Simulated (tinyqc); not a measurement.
Two coupled magnetic layers: synthetic antiferromagnet, spin flop, exchange bias and magnetoresistance. Changing the field over the saturation field. Computed by tinyqc, a small Python program. Command: `OMP_NUM_THREADS=1 python tinyqc.py 3007591 3007592 out.jsonl saf sweep`. One thread of a shared host (Intel(R) Xeon(R) Processor @ 2.30GHz), about 0.6 s of CPU time with the checks.

Moments lie in the plane at the angles p1, p2 from the field. Energy per area: E = J1 cos(p1 - p2) + J2 cos^2(p1 - p2) - B M_s (t1 cos p1 + t2 cos p2) + K (t1 sin^2 p1 + t2 sin^2 p2).

Inputs (values chosen for the exercise, for a model stack):
```
quantity                            value              unit
saturation magnetisation M_s         1300              kA/m
thickness t1                          4.8                nm
thickness t2                          4.8                nm
antiferromagnetic coupling J1        0.45            mJ/m^2
biquadratic coupling J2            0.0057            mJ/m^2
in-plane anisotropy K                 2.8            kJ/m^3
spin polarisation P1                 0.32                 -
spin polarisation P2                 0.65                 -
resistance-area product, parallel     5.7  ohm micrometre^2
```

Field direction: along the easy axis.

Method:
- The parallel state is stable while the Hessian at p1 = p2 = 0 is positive: with c = J1 + 2 J2 and u = B M_s + 2K, (u t1 - c)(u t2 - c) > c^2, so B_sat M_s = c (1/t1 + 1/t2) - 2K. B_K = 2K/M_s.
- The lowest minimum of E over both angles (from five starts; of two mirror images the one with p1 >= 0, and for equal layers |p1| <= |p2|).
- Julliere: TMR = 2 P1 P2/(1 - P1 P2). Conductance G(theta) = G0 (1 + P1 P2 cos theta), so RA(theta) = RA_P (1 + P1 P2)/(1 + P1 P2 cos theta); theta = p2 for the layer next to the barrier.

One run for each value:
```
field over the saturation field  m/m_sat along B  p1 (degrees)  p2 (degrees)  RA at this field (ohm micrometre^2)
0.05                                  1.8504e-16         0.000       -180.00                               8.6939
0.16                                  1.6006e-14         0.000       -180.00                               8.6939
0.28                                  2.9366e-01        72.923        -72.92                               6.4892
0.39                                  4.0729e-01        65.965        -65.97                               6.3478
0.51                                  5.2939e-01        58.036        -58.04                               6.2026
0.62                                  6.3924e-01        50.265        -50.26                               6.0775
0.74                                  7.5647e-01        40.846        -40.85                               5.9495
0.85                                  8.6132e-01        30.535        -30.54                               5.8394
0.97                                  9.7267e-01        13.426        -13.43                               5.7270
```

Over the rows, m/m_sat along B rises from 1.85e-16 to 0.973 (exponent d ln y / d ln x 3.8 between the first rows and 0.92 between the last); p1 (degrees) goes from 0 through a maximum among these rows, 72.9 at 0.280, to 13.4; p2 (degrees) rises from -180 to -13.4.

Extremes, crossings and ranges named in words are read from the listed rows.
